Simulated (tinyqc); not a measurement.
Inside a calculation. Method: plane-wave Kohn-Sham cycle with exchange-only LDA in a layered model solid. Computed by tinyqc, a small Python program that keeps every step. Settings: points = 16, plane-wave index or count = 3, electrons = 2, k points = 2, area = 37.0, mixing = 0.3, iteration cap = 61, Pulay depth = 3. Command: `OMP_NUM_THREADS=1 python tinyqc.py 20561 20562 out.jsonl` (the two numbers bound the seeds that draw the settings). One thread of a shared host (Intel(R) Xeon(R) Processor @ 2.60GHz), about 0.01 s of CPU time with the checks. Later iterations appear only in the table of the cycle.

## Iteration 1: potential

A solid whose potential varies along x alone (atomic units):
```
parameter                      value
period a                    5.800000
cross-section of the cell  37.000000
electrons per cell                 2
grid points                       16
plane waves -n..n, n               3
k points                           2
V1 in V1 cos(2 pi x/a)     -0.690000
V2 in V2 cos(4 pi x/a)      0.040000
```

density at the start, on the grid x_j = j a/N (e/bohr^3): [0.00931966, 0.00931966, 0.00931966, 0.00931966, 0.00931966, 0.00931966, 0.00931966, 0.00931966, 0.00931966, 0.00931966, 0.00931966, 0.00931966, 0.00931966, 0.00931966, 0.00931966, 0.00931966]

V_H(G) = 4 pi rho(G)/G^2 for G != 0 (uniform background); v_x = -(3 rho/pi)^(1/3); V = V_ext + V_H + v_x; Fourier components f(G_m) = (1/N) sum_j f(x_j) exp(-i G_m x_j).

Potentials on the grid (hartree):
```
x             V_ext       V_H        v_x          V
0.000000  -0.650000  0.000000  -0.207232  -0.857232
0.362500  -0.609193  0.000000  -0.207232  -0.816425
0.725000  -0.487904  0.000000  -0.207232  -0.695136
1.087500  -0.292336  0.000000  -0.207232  -0.499568
1.450000  -0.040000  0.000000  -0.207232  -0.247232
1.812500   0.235767  0.000000  -0.207232   0.028535
2.175000   0.487904  0.000000  -0.207232   0.280671
2.537500   0.665761  0.000000  -0.207232   0.458529
2.900000   0.730000  0.000000  -0.207232   0.522768
3.262500   0.665761  0.000000  -0.207232   0.458529
3.625000   0.487904  0.000000  -0.207232   0.280671
3.987500   0.235767  0.000000  -0.207232   0.028535
4.350000  -0.040000  0.000000  -0.207232  -0.247232
4.712500  -0.292336  0.000000  -0.207232  -0.499568
5.075000  -0.487904  0.000000  -0.207232  -0.695136
5.437500  -0.609193  0.000000  -0.207232  -0.816425
```

V(G_m), m = 0, 1, 2, ... (hartree): [-0.207232, -0.345000, 0.020000, 0.000000, 0.000000, 0.000000, 0.000000]

## Iteration 1: Hamiltonian at one k

k = 0.250000 2 pi / a

H(m,m') = (k + G_m)^2/2 delta + V(G_m - G_m'), with V(-G) = V(G).

H (hartree), order -3, -2, -1, +0, +1, +2, +3:
$$\begin{pmatrix}
4.230276 & -0.345000 & 0.020000 & 0.000000 & 0.000000 & 0.000000 & 0.000000 \\
-0.345000 & 1.589775 & -0.345000 & 0.020000 & 0.000000 & 0.000000 & 0.000000 \\
0.020000 & -0.345000 & 0.122830 & -0.345000 & 0.020000 & 0.000000 & 0.000000 \\
0.000000 & 0.020000 & -0.345000 & -0.170559 & -0.345000 & 0.020000 & 0.000000 \\
0.000000 & 0.000000 & 0.020000 & -0.345000 & 0.709608 & -0.345000 & 0.020000 \\
0.000000 & 0.000000 & 0.000000 & 0.020000 & -0.345000 & 2.763331 & -0.345000 \\
0.000000 & 0.000000 & 0.000000 & 0.000000 & 0.020000 & -0.345000 & 5.990609
\end{pmatrix}$$

## Iteration 1: levels at that k

Diagonalise the Hermitian matrix.

eigenvalues (hartree): [-0.479823, 0.203062, 0.796259, 1.628134, 2.784946, 4.275613, 6.027681]

## Iteration 1: new density

Motion across x is left out: the lowest 1 band(s) hold two electrons at each of the k points (j + 1/2)/nk - 1/2. Residual R = rho(out) - rho(in); rho(new) = rho(in) + 0.3 R. rho(out) = 2/(a A nk) sum |psi|^2 with psi = sum c exp(i G x). Harris energy E = band energy - dV sum rho (V_H/2 + v_x) + (3/4) dV sum rho v_x with rho(in), dV = a A/N, band energy = (2/nk) sum of the filled levels.

rho(out) (e/bohr^3): [0.02599612, 0.02354348, 0.01752682, 0.01080380, 0.00559659, 0.00250298, 0.00101721, 0.00042839, 0.00027995, 0.00042839, 0.00101721, 0.00250298, 0.00559659, 0.01080380, 0.01752682, 0.02354348]

density after iteration 1 (e/bohr^3): [0.01432260, 0.01358681, 0.01178181, 0.00976491, 0.00820274, 0.00727466, 0.00682893, 0.00665228, 0.00660775, 0.00665228, 0.00682893, 0.00727466, 0.00820274, 0.00976491, 0.01178181, 0.01358681]

energy per cell = -0.85603044 hartree

## Iteration 2: potential

As before.

Potentials on the grid (hartree):
```
x             V_ext        V_H        v_x          V
0.000000  -0.650000   0.042652  -0.239147  -0.846495
0.362500  -0.609193   0.038626  -0.234979  -0.805546
0.725000  -0.487904   0.027704  -0.224076  -0.684276
1.087500  -0.292336   0.012743  -0.210481  -0.490074
1.450000  -0.040000  -0.003019  -0.198599  -0.241618
1.812500   0.235767  -0.017026  -0.190807   0.027934
2.175000   0.487904  -0.027723  -0.186828   0.273353
2.537500   0.665761  -0.034343  -0.185203   0.446215
2.900000   0.730000  -0.036576  -0.184789   0.508635
3.262500   0.665761  -0.034343  -0.185203   0.446215
3.625000   0.487904  -0.027723  -0.186828   0.273353
3.987500   0.235767  -0.017026  -0.190807   0.027934
4.350000  -0.040000  -0.003019  -0.198599  -0.241618
4.712500  -0.292336   0.012743  -0.210481  -0.490074
5.075000  -0.487904   0.027704  -0.224076  -0.684276
5.437500  -0.609193   0.038626  -0.234979  -0.805546
```

V(G_m), m = 0, 1, 2, ... (hartree): [-0.205368, -0.338678, 0.018173, -0.000109, 0.000047, 0.000004, -0.000001]

## Iteration 2: Hamiltonian at one k

k = 0.250000 2 pi / a

As before.

H (hartree), order -3, -2, -1, +0, +1, +2, +3:
$$\begin{pmatrix}
4.232140 & -0.338678 & 0.018173 & -0.000109 & 0.000047 & 0.000004 & -0.000001 \\
-0.338678 & 1.591640 & -0.338678 & 0.018173 & -0.000109 & 0.000047 & 0.000004 \\
0.018173 & -0.338678 & 0.124695 & -0.338678 & 0.018173 & -0.000109 & 0.000047 \\
-0.000109 & 0.018173 & -0.338678 & -0.168694 & -0.338678 & 0.018173 & -0.000109 \\
0.000047 & -0.000109 & 0.018173 & -0.338678 & 0.711473 & -0.338678 & 0.018173 \\
0.000004 & 0.000047 & -0.000109 & 0.018173 & -0.338678 & 2.765196 & -0.338678 \\
-0.000001 & 0.000004 & 0.000047 & -0.000109 & 0.018173 & -0.338678 & 5.992474
\end{pmatrix}$$

## Iteration 2: levels at that k

As before.

eigenvalues (hartree): [-0.470394, 0.206067, 0.794853, 1.628451, 2.785987, 4.275789, 6.028170]

## Iteration 2: new density

B (overlaps of the stored error matrices):
$$\begin{pmatrix}
1.3202025e-03 & 9.1881520e-04 \\
9.1881520e-04 & 6.3946728e-04
\end{pmatrix}$$

Motion across x is left out: the lowest 1 band(s) hold two electrons at each of the k points (j + 1/2)/nk - 1/2. Residual R = rho(out) - rho(in); rho(new) = rho(in) + 0.3 R; Pulay mixing then takes sum c_i of the stored mixed densities, with c from B_ij = sum R_i R_j as in DIIS. rho(out) = 2/(a A nk) sum |psi|^2 with psi = sum c exp(i G x). Harris energy E = band energy - dV sum rho (V_H/2 + v_x) + (3/4) dV sum rho v_x with rho(in), dV = a A/N, band energy = (2/nk) sum of the filled levels.

rho(out) (e/bohr^3): [0.02591171, 0.02347620, 0.01750042, 0.01081816, 0.00563232, 0.00253890, 0.00104323, 0.00044540, 0.00029365, 0.00044540, 0.00104323, 0.00253890, 0.00563232, 0.01081816, 0.01750042, 0.02347620]

DIIS coefficients: [-2.288998, 3.288998]

density after iteration 2 (e/bohr^3): [0.02575757, 0.02334466, 0.01742436, 0.01080415, 0.00566651, 0.00260189, 0.00112019, 0.00052795, 0.00037763, 0.00052795, 0.00112019, 0.00260189, 0.00566651, 0.01080415, 0.01742436, 0.02334466]

energy per cell = -0.84322333 hartree

## Convergence

Stop when sqrt(dV sum R^2) is below 1e-8, dV = a A/N.

Course of the cycle:
```
iteration  E (hartree)  norm of the residual
1          -0.85603044              1.33e-01
2          -0.84322333              9.26e-02
3          -0.83364937              1.18e-03
4          -0.83364595              1.52e-03
5          -0.83365698              1.14e-05
6          -0.83365698              2.50e-06
7          -0.83365698              1.75e-06
8          -0.83365698              1.22e-07
9          -0.83365698              8.59e-08
10         -0.83365698              1.79e-08
11         -0.83365698              8.96e-09
```

Converged in 11 iterations. Before convergence this energy mixes input and output and is not variational, so it may rise towards its limit.
